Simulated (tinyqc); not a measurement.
# Changing the lattice temperature T

Model: decay of LO phonons and the hot-phonon bottleneck in the cooling of electrons. Computed by tinyqc, a small Python program. Command: `OMP_NUM_THREADS=1 python tinyqc.py 3024666 3024667 out.jsonl hotphonon sweep`. One thread of a shared host (Intel(R) Xeon(R) Processor @ 2.30GHz), about 0.01 s of CPU time with the checks.

n(E, T) = 1/(exp(E/(k_B T)) - 1) is the Bose occupation. Electrons have a temperature T_e; the LO modes within their reach share one occupation N; the decay products stay at the lattice temperature.

Inputs (values chosen for the exercise, modelled on gallium nitride): LO energy hbar omega = 90.4 meV; lifetime at T = 0, tau_0 = 2.4 ps; share f of the energy in the softer product = 0.26.

Decay channel: two unequal phonons (Ridley).

Constants: k_B = 8.617333262e-05 eV/K; c = 299792458 m/s.

Method. Decay rate 1/tau = (1/tau_0) [1 + n(f hbar omega) + n((1 - f) hbar omega)]. Full width Gamma = 1/(2 pi c tau) in 1/cm, c in cm/s.

One run for each value; columns: (1) lattice temperature T (K); (2) Raman width Gamma (1/cm); (3) phonon lifetime tau (ps); (4) equilibrium LO occupation N_0; (5) thermal factor tau_0/tau:
```
(1)     (2)     (3)         (4)     (5)
20    2.212  2.4000  1.6604e-23  1.0000
31    2.212  2.3996  2.0107e-15  1.0002
47    2.219  2.3928  2.0252e-10  1.0030
71    2.261  2.3485  3.8296e-07  1.0219
110   2.416  2.1972  7.2152e-05  1.0923
170   2.792  1.9016  2.0938e-03  1.2621
250   3.435  1.5457  1.5283e-02  1.5527
390   4.747  1.1184  7.2835e-02  2.1459
590   6.787  0.7822  2.0332e-01  3.0681
900  10.076  0.5269  4.5292e-01  4.5553
```

Over the rows, Raman width Gamma (1/cm) rises from 2.21 to 10.1 (exponent d ln y / d ln x 3.4e-4 between the first rows and 0.94 between the last); phonon lifetime tau (ps) falls from 2.40 to 0.527 (exponent d ln y / d ln x -3.4e-4 between the first rows and -0.94 between the last); equilibrium LO occupation N_0 rises from 1.66e-23 to 0.453 (exponent d ln y / d ln x 42 between the first rows and 1.9 between the last). At the low end the exponent of Raman width Gamma is 0.00, close to 0: spontaneous decay alone. The width is flat while k_B T is small against the energy of the softer product, and then grows with the occupation of the products.
